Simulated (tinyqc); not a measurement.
# Internal photoemission over an interface barrier: threshold and yield against field

Electrons are excited from the valence band of a semiconductor over the barrier Phi(F) = P0 - sqrt(q F/(4 pi eps0 ei)), whose top lies at xm = sqrt(q/(16 pi eps0 ei F)). The yield is Y = A (hv - Phi)^p exp(-xm/l), with A = 1 here.

The yield is taken at hv = 4.07 eV.

Parameters, values chosen for the exercise; dielectric values close to those of aluminium oxide: barrier at zero field P0 = 3.77 eV; image-force permittivity ei = 3.41; exponent of the yield p = 3; scattering length in the image well l = 1.2 nm.

Constants: q = 1.602176634e-19 C, eps0 = 8.8541878128e-14 F/cm where lengths are in cm. Results are converted to the units shown.

Result of one run:

| F (MV/cm) | sqrt(F) ((MV/cm)^0.5) | Phi (eV) | xm (nm) | Y |
|---|---|---|---|---|
| 7.2 | 2.6833 | 3.2186 | 0.38292 | 0.44856 |

What becomes of these results when the field in the dielectric F is changed from 7.2 to 0.1 MV/cm, all else the same?

Result of the changed run:

| F (MV/cm) | sqrt(F) ((MV/cm)^0.5) | Phi (eV) | xm (nm) | Y |
|---|---|---|---|---|
| 0.1 | 0.31623 | 3.7050 | 3.2491 | 0.0032428 |

The whole series:

| F (MV/cm) | sqrt(F) ((MV/cm)^0.5) | Phi (eV) | xm (nm) | Y |
|---|---|---|---|---|
| 0.1 | 0.31623 | 3.7050 | 3.2491 | 0.0032428 |
| 0.19 | 0.43589 | 3.6804 | 2.3572 | 0.0082923 |
| 0.35 | 0.59161 | 3.6484 | 1.7367 | 0.017623 |
| 0.64 | 0.80000 | 3.6056 | 1.2843 | 0.034344 |
| 1.2 | 1.0954 | 3.5449 | 0.93795 | 0.066266 |
| 2.1 | 1.4491 | 3.4722 | 0.70902 | 0.11832 |
| 3.9 | 1.9748 | 3.3642 | 0.52028 | 0.22792 |
| 7.2 | 2.6833 | 3.2186 | 0.38292 | 0.44856 |

Phi is linear in sqrt(F) with slope -0.205 eV and intercept P0 = 3.77 eV. The yield grows by a factor of 138, of which 10.9 comes from less scattering, as xm shrinks from 3.25 to 0.383 nm, and the rest from the lower barrier. For F = 7.2 xm is within about two atomic layers of the interface, where the classical image potential fails.

tinyqc, about 0.01 s, one thread, Intel Xeon 2.30GHz (shared host): `OMP_NUM_THREADS=1 python tinyqc.py 2410164 2410165 out.jsonl`
